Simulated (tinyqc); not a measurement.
Read current of a NAND string, cells in series solved by shooting: one step of the calculation.

Cells in series, numbered from 0 at the source line (0 V) to the bit line, each followed by a gap resistance Rg. A cell with gate Vg, threshold VT, source Vs and drain Vd passes I = 2 nf K Vt^2 [F(Vs) - F(Vd)]/(1 + th max(Vg - VT, 0)), F(V) = ln^2(1 + exp((Vg - VT - nf V)/(2 nf Vt))). The selected cell has Vg = Vr, the others Vg = Vp.

Task. Node voltages for a trial current. For a trial current I start at 0 V and, cell by cell (the selected one is cell 0), solve for the drain: sqrt(F(Vd)) = sqrt(F(Vs) - I/k), k = 2 nf K Vt^2/(1 + th max(Vg - VT, 0)), Vd = [Vg - VT - 2 nf Vt ln(exp(sqrt F) - 1)]/nf, then add I Rg.

Values chosen for this exercise; values of the order met in vertical NAND strings: temperature T = 358 K; gain factor of a cell K = 20 uA/V^2; slope factor nf = 2; mobility reduction factor th = 0.06 1/V; resistance of the gap between cells Rg = 28 kohm; bit-line voltage Vbl = 0.5 V; pass voltage Vp = 7.4 V; read voltage on the selected word line Vr = 4.73 V.

Constants: q = 1.602176634e-19 C, kB = 1.380649e-23 J/K, Vt = kB T/q. Results are converted to the units shown.

second trial current = 1.6 uA

| cell | thresholds from the source end (V) |
|---|---|
| 0 | 2.8 |
| 1 | -0.9 |
| 2 | 4.2 |
| 3 | -0.9 |
| 4 | 4.2 |
| 5 | 4.2 |

Wanted: node voltage after each cell and gap, trial 2.

Result.

| cell | node voltage after each cell and gap, trial 2 (V) |
|---|---|
| 0 | 0.09222 |
| 1 | 0.1518 |
| 2 | 0.2299 |
| 3 | 0.2900 |
| 4 | 0.3717 |
| 5 | 0.4560 |

Computed by the program tinyqc: `OMP_NUM_THREADS=1 python tinyqc.py 2142262 2142263 out.jsonl`, one thread of a shared Intel Xeon 2.30GHz, about 1 s for the whole run.
